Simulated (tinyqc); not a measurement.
# Admittance spectroscopy of a deep trap, step by step

Program tinyqc, `OMP_NUM_THREADS=1 python tinyqc.py 2050078 2050079 out.jsonl`; Intel Xeon 2.30GHz, shared host, one thread, about 0.01 s. Printed values are rounded.

Schottky contact on an n-type layer with shallow donors Nd (all ionised) and a donor-like deep trap, neutral when filled and positive when empty; depletion approximation. Traps within lam of the depletion edge stay filled. The traps at xt = W - lam, where the level crosses the Fermi level, follow a slow signal and not a fast one. w = 2 pi f.

Values chosen for this exercise; material values close to those of germanium: relative permittivity eps_r = 16.2; conduction-band density of states at 300 K Nc = 1.03e19 cm^-3; thermal velocity at 300 K vth = 3.4e7 cm/s; shallow donor density Nd = 9.4e15 cm^-3; built-in voltage Vbi = 0.46 V; depth of the trap below the conduction edge Et = 0.24 eV; capture cross-section sn = 4.4e-17 cm^2; trap density Nt = 1e15 cm^-3; reverse bias Vr = 0 V; signal frequency f = 2.6e5 Hz; temperature T = 292 K.

Constants: q = 1.602176634e-19 C, kB = 1.380649e-23 J/K, eps0 = 8.8541878128e-14 F/cm where lengths are in cm. Results are converted to the units shown.

## Widths and limiting capacitances

lam = sqrt(2 eps0 eps_r (EF - ET)/(q Nd)), EF - ET = Et - (kB T/q) ln(Nc(T)/Nd), Nc(T) = Nc (T/300 K)^1.5. In the steady state at the band bending V, 2 eps0 eps_r V/q = Nd W^2 + Nt (W - lam)^2 (the second term only if W > lam). V = Vbi + Vr. C_HF = eps0 eps_r/W, C_LF = eps0 eps_r (Nd + Nt)/(Nd W + Nt xt).

lam = 111.188 nm
W = 290.195 nm
xt = 179.007 nm
C_HF = 49.4281 nF/cm^2
C_LF = 51.3187 nF/cm^2

The step is 3.83 % of C_HF.

## Admittance at the signal frequency

Emission rate en = sn vth(T) Nc(T) exp(-Et/kB T) = sn g T^2 exp(-Et/kB T), g = vth Nc/(300 K)^2, as vth goes as T^0.5 and Nc as T^1.5 (degeneracy factor 1). Inflection frequency w0 = 2 en [1 + Nt xt/(Nd W)]; C = C_HF + (C_LF - C_HF)/(1 + (w/w0)^2), G/w = (C_LF - C_HF)(w/w0)/(1 + (w/w0)^2).

en = 1.05198e6 1/s
w0/(2 pi) = 3.56831e5 Hz
C = 50.6631 nF/cm^2
G/w = 0.899853 nF/cm^2

The signal lies near the inflection, where the loss is largest.
